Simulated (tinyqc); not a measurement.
# Energy and delay of logic against supply voltage: effects of single changes

One expression serves below and above threshold: I(Vg) = Ik [ln(1 + exp((Vg - VT + dd V)/(al nf Vt)))]^al, with I_on = I(V) and I_off = I(0). Gate delay td = kd C V/I_on, clock period LD td. Per gate and cycle the switching energy is act C V^2 and the leakage energy I_off V LD td. No short-circuit current, no variation. Minima are sought above 0.09 V; below a few Vt gates no longer switch and the model has no meaning.

Inputs (values chosen for the exercise); values of the order met in logic technologies: temperature T = 330 K; threshold voltage at zero drain bias VT = 0.26 V; slope factor nf = 1.11; barrier lowering per volt of supply dd = 0.07; specific current of a gate Ik = 1.5 uA; exponent of the current law al = 1.89; load capacitance of a gate C = 0.71 fF; delay factor kd = 1.2; logic depth LD = 40; activity factor act = 0.02.

Constants: q = 1.602176634e-19 C, kB = 1.380649e-23 J/K, Vt = kB T/q. Results are converted to the units shown.

Each table varies one quantity; the others keep the values above.

## Energy and delay against supply voltage

EDP = energy times td.

Result of one run:
```
V (V)  I_on (uA)  I_off (nA)  td (ps)  switching (aJ)  leakage (aJ)  energy (aJ)  EDP (fJ ps)
0.18      0.1353      0.5831     1134          0.4601         4.760        5.220        5.919
```

What becomes of these results when the supply voltage V is changed from 0.18 to 1.09 V, all else the same?

Result of the changed run:
```
V (V)  I_on (uA)  I_off (nA)  td (ps)  switching (aJ)  leakage (aJ)  energy (aJ)  EDP (fJ ps)
1.09       256.6       4.267    3.619           16.87        0.6732        17.54      0.06349
```

The whole series:
```
V (V)  I_on (uA)  I_off (nA)  td (ps)  switching (aJ)  leakage (aJ)  energy (aJ)  EDP (fJ ps)
0.18      0.1353      0.5831     1134          0.4601         4.760        5.220        5.919
0.3        2.570      0.7592    99.44           1.278        0.9059        2.184       0.2172
0.41       12.30      0.9667    28.40           2.387        0.4503        2.837      0.08059
0.52       31.12       1.231    14.24           3.840        0.3644        4.204      0.05985
0.63       58.41       1.566    9.189           5.636        0.3626        5.999      0.05512
0.75       97.30       2.036    6.568           7.987        0.4010        8.389      0.05509
0.86       141.0       2.588    5.196           10.50        0.4625        10.96      0.05697
0.97       192.3       3.288    4.298           13.36        0.5483        13.91      0.05979
1.09       256.6       4.267    3.619           16.87        0.6732        17.54      0.06349
1.2        323.3       5.414    3.163           20.45        0.8220        21.27      0.06727
```

td falls from 1130 to 3.16 ps; the energy goes from 5.22 through a minimum of 2.18 (at V = 0.3 V among the rows listed) to 21.3 aJ and the EDP goes from 5.92 through a minimum of 0.0551 (at V = 0.75 V among the rows listed) to 0.0673 fJ ps. The exact minima lie at V = 0.302 V for the energy and 0.687 V for the EDP. Going from 1.2 V to the energy minimum saves a factor of 9.74 in energy and costs a factor of 30.3 in delay. Below the minimum the leakage energy rises faster than the switching energy falls, because the clock period grows so steeply.

## Optimum supplies against the threshold voltage at zero drain bias

Same model as above.

V_min minimises the energy and V_EDP the product of energy and td.

Result of one run:
```
VT (V)  V_min (V)  energy at V_min (aJ)  leakage share (%)  clock at V_min (MHz)  V_EDP (V)  clock at V_EDP (GHz)
0.5        0.2858                 1.497              22.54                0.3160      1.263                 5.298
```

What becomes of these results when the threshold voltage at zero drain bias VT is changed from 0.5 to 0.4 V, all else the same?

Result of the changed run:
```
VT (V)  V_min (V)  energy at V_min (aJ)  leakage share (%)  clock at V_min (MHz)  V_EDP (V)  clock at V_EDP (GHz)
0.4        0.2873                 1.549              24.32                 6.777      1.011                 4.346
```

The whole series:
```
VT (V)  V_min (V)  energy at V_min (aJ)  leakage share (%)  clock at V_min (MHz)  V_EDP (V)  clock at V_EDP (GHz)
0.15       0.3229                 7.343              79.84                  1312     0.6451                 4.391
0.2        0.3190                 3.617              60.03                 755.7     0.6332                 3.543
0.25       0.3049                 2.321              43.14                 319.8     0.6710                 3.218
0.3        0.2948                 1.831              32.59                 105.3     0.7665                 3.440
0.35       0.2897                 1.633              27.01                 28.54     0.8857                 3.871
0.4        0.2873                 1.549              24.32                 6.777      1.011                 4.346
0.45       0.2862                 1.513              23.09                 1.492      1.137                 4.824
0.5        0.2858                 1.497              22.54                0.3160      1.263                 5.298
0.55       0.2856                 1.490              22.30               0.06575      1.389                 5.767
```

As VT goes from 0.15 to 0.55, V_min falls from 0.323 to 0.286 V, the energy there falls from 7.34 to 1.49 aJ, the clock there falls from 1310 to 0.0657 MHz and V_EDP goes from 0.645 through a minimum of 0.633 (at VT = 0.2 among the rows listed) to 1.39 V. V_min lies below VT for VT = 0.3, 0.35, 0.4, 0.45, 0.5, 0.55 V. As VT grows, I_on too becomes a subthreshold current, VT cancels more and more from the energy, and it mainly sets the clock.

Computed by the program tinyqc: `OMP_NUM_THREADS=1 python tinyqc.py 2082084 2082085 out.jsonl`, one thread of a shared Intel Xeon 2.30GHz, about 0.01 s for the whole run.
